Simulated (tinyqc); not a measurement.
Off-state leakage of single and stacked transistors: one step of the calculation.

n-channel devices of unit width. Subthreshold current I(Vg, Vs, Vd) = I0 (T/300 K)^0.5 exp[(Vg - Vs - VT(T) - gb (Vs - Vb) + dd (Vd - Vs))/(nf Vt)] (1 - exp(-(Vd - Vs)/Vt)), VT(T) = VT - cT (T - 300 K). Gate-edge tunnelling Ig (Vd/1 V) exp(ag (Vd - 1 V)), for a gate at 0 V, and band-to-band leakage Ab u exp(-Bb/u), u = Vd - Vb + 1 V, flow at a drain held at V; both are taken as independent of T. In a stack of off transistors (all gates at 0 V) the same subthreshold current passes through each.

Question. New Vx. Stack of two, Vx the node between them: I_low = I(0, 0, Vx), I_up = I(0, Vx, V), f = ln(I_up/I_low), f' = -(1 + gb + 2 dd)/(nf Vt) - 1/(Vt (exp(Vx/Vt) - 1)) - 1/(Vt (exp((V - Vx)/Vt) - 1)), Vx(new) = Vx - f/f'.

Inputs (values chosen for the exercise); values of the order met in bulk silicon logic transistors:
```
symbol  value   unit                                             meaning
T         378      K                                         temperature
V         0.9      V                                      supply voltage
VT       0.36      V        threshold at 300 K, zero drain and body bias
cT        0.8   mV/K              fall of the threshold with temperature
I0       0.15  uA/um                       current at threshold at 300 K
nf        1.4                                               slope factor
dd       0.05                            drain-induced lowering per volt
gb       0.24         rise of the threshold per volt of source-body bias
Vb       -0.6      V                                        body voltage
```

Constants: q = 1.602176634e-19 C, kB = 1.380649e-23 J/K, Vt = kB T/q. Results are converted to the units shown.

Vx after iteration 1 = 0.043155059 V

Wanted: I_low; I_up; f; f'; Vx after iteration 2.

Answer.

I_low = 0.0080739 nA/um
I_up = 0.0083010 nA/um
f = 0.027739
f' = -40.501 1/V
Vx after iteration 2 = 0.043840 V

tinyqc, about 0.03 s, one thread, Intel Xeon 2.30GHz (shared host): `OMP_NUM_THREADS=1 python tinyqc.py 2242194 2242195 out.jsonl`
